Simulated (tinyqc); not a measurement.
# Cell-based percolation model of oxide breakdown: effect of the area

The oxide, of thickness n a, is cut into cubic cells. A cell is defective with the chance l = 1 - exp(-a^3 N), N = N1 (t/1 s)^al. A column of n defective cells breaks the oxide down, and the area holds M = A/a^2 independent columns: 1 - F = (1 - l^n)^M.

At F = 1 - 1/e: l_c = (1 - exp(-1/M))^(1/n), N_bd = -ln(1 - l_c)/a^3, t63 = (N_bd/N1)^(1/al). W = ln(-ln(1 - F)); for small l, W = ln M + n ln(a^3 N), so the Weibull slope is n al.

Inputs (values chosen for the exercise):
- a = 1 nm (edge of a cell)
- n = 6 (cells across the oxide)
- al = 0.31 (exponent of defect growth)
- N1 = 8.5e17 cm^-3 (defect density after 1 s)

Result of one run:

| l_c | N_bd (cm^-3) | t63 (s) | slope at t63 |
|---|---|---|---|
| 0.006986 | 7.011e18 | 903.6 | 1.853 |

Which area A gave this result: 0.0014, 0.023, 110, 5.1e5 or 8.6e6 um^2?

A = 8.6e6 um^2.

The whole series:

| A (um^2) | l_c | N_bd (cm^-3) | t63 (s) | slope at t63 |
|---|---|---|---|---|
| 0.0014 | 0.2990 | 3.552e20 | 2.851e8 | 1.550 |
| 0.023 | 0.1875 | 2.077e20 | 5.047e7 | 1.674 |
| 0.38 | 0.1175 | 1.250e20 | 9.814e6 | 1.746 |
| 6.4 | 0.07339 | 7.622e19 | 1.990e6 | 1.790 |
| 110 | 0.04568 | 4.676e19 | 4.115e5 | 1.817 |
| 1800 | 0.02867 | 2.909e19 | 8.902e4 | 1.833 |
| 31000 | 0.01784 | 1.800e19 | 1.893e4 | 1.843 |
| 5.1e5 | 0.01119 | 1.125e19 | 4155 | 1.850 |
| 8.6e6 | 0.006986 | 7.011e18 | 903.6 | 1.853 |

t63 falls from 2.85e8 to 904 s, as A^(-0.62) between the first two rows and A^(-0.54) between the last two, against -1/(n al) = -0.54; the slope at t63 rises from 1.55 to 1.85, nearer to n al where l_c is small.

Program tinyqc, `OMP_NUM_THREADS=1 python tinyqc.py 2070153 2070154 out.jsonl`; Intel Xeon 2.30GHz, shared host, one thread, about 0.01 s.
